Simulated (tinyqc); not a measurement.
## Ideality, resistance and saturation current from three points

Problem. Well above I0 a diode obeys V = n Vt ln(I/I0) + Rs I. Find n, Rs and I0.

Parameters, values chosen for the exercise: temperature T = 300 K.

Constants: q = 1.602176634e-19 C, kB = 1.380649e-23 J/K, Vt = kB T/q. Results are converted to the units shown.

I (A): [0.0011, 0.012, 0.14]
V (V): [0.28302576, 0.36609367, 0.62668613]

Solution. The equation is linear in a = n Vt, Rs and c = -a ln I0; three points give a 3 x 3 system.

n = 1.08
Rs = 1.50 ohm
I0 = 4.62e-8 A

Numbers from tinyqc (`OMP_NUM_THREADS=1 python tinyqc.py 2640041 2640042 out.jsonl`; about 0.01 s on one thread of a shared Intel Xeon 2.30GHz).
